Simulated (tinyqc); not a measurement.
Inputs raised by 5 %, one at a time: donor in an ellipsoidal valley (Kohn-Luttinger variational method). Computed by tinyqc, a small Python program. Command: `OMP_NUM_THREADS=1 python tinyqc.py 3008261 3008262 out.jsonl kohnlutt sens`. One thread of a shared host (Intel(R) Xeon(R) Processor @ 2.30GHz), about 0.08 s of CPU time with the checks.

H = -(d^2/dx^2 + d^2/dy^2) - gamma d^2/dz^2 - 2/r in units built on m_t, with gamma = m_t/m_l and z along the valley axis. One valley; no valley-orbit or central-cell term.

Inputs (values chosen for the exercise, modelled on silicon): transverse mass m_t = 0.196 m_0; longitudinal mass m_l = 0.933 m_0; dielectric constant eps = 11.7.

Constants: Ry = 13.605693123 eV; a_0 = 0.529177210903 angstrom.

Method:
- Ry* = Ry m_t/eps^2, a* = a_0 eps/m_t, gamma = m_t/m_l.
- Trial function exp(-sqrt((x^2 + y^2)/a^2 + z^2/b^2)) with beta = b/a < 1: E = t/a^2 - u/a, t = (2 + gamma/beta^2)/3, u = 2 arcsin(sqrt(1 - beta^2))/sqrt(1 - beta^2); the best a is 2 t/u and E(beta) = -u^2/(4 t).
- Golden-section search on beta from 0.05 to 0.999, 60 steps.
- Gaussian basis: g = P exp(-al (x^2 + y^2) - be z^2) with P = 1 (s-like), z (2p0) or x (2p+-); al = 0.004 x 2.6^k, k = 0..11, and be/al = 1, gamma^(-1/2) or 1/gamma (36 functions); 1/r = (2/sqrt(pi)) int exp(-t^2 r^2) dt by 48 Gauss-Legendre points after t = sqrt(al_i + al_j) tan(theta); overlap eigenvalues below 1e-10 are dropped.

Runs; columns: (1) input moved; (2) from; (3) to; (4) 1s binding energy, trial function (meV); (5) 2p0 binding energy (meV); (6) 2p+- binding energy (meV); (7) radius a of the 1s trial function (angstrom):
```
(1)                            (2)      (3)     (4)     (5)     (6)     (7)
base run                         -        -  30.417  11.170  6.2450  23.677
transverse mass m_t (m_0)    0.196   0.2058  31.564  11.465  6.5177  22.723
longitudinal mass m_l (m_0)  0.933  0.97965  30.773  11.425  6.2823  23.498
dielectric constant eps       11.7   12.285  27.589  10.132  5.6644  24.861
```

Exponents ln(y'/y) / ln(x'/x):
```
input                    1s binding energy, trial function  2p0 binding energy  2p+- binding energy  radius a of the 1s trial function
transverse mass m_t                                  0.759               0.534                0.876                             -0.843
longitudinal mass m_l                                0.239               0.462                0.122                             -0.155
dielectric constant eps                             -2.000              -2.000               -2.000                              1.000
```

To which inputs is each result most sensitive?

Among the inputs moved here: 1s binding energy, trial function answers most in size to dielectric constant eps (exponent -2.000), next to transverse mass m_t (+0.759). Its exponent -2.000 in dielectric constant eps: energies scale as 1/eps^2 and lengths as eps. 2p0 binding energy answers most in size to dielectric constant eps (exponent -2.000), next to transverse mass m_t (+0.534). Its exponent -2.000 in dielectric constant eps: energies scale as 1/eps^2 and lengths as eps. 2p+- binding energy answers most in size to dielectric constant eps (exponent -2.000), next to transverse mass m_t (+0.876). Its exponent -2.000 in dielectric constant eps: energies scale as 1/eps^2 and lengths as eps. Radius a of the 1s trial function answers most in size to dielectric constant eps (exponent +1.000), next to transverse mass m_t (-0.843). Its exponent +1.000 in dielectric constant eps: energies scale as 1/eps^2 and lengths as eps.
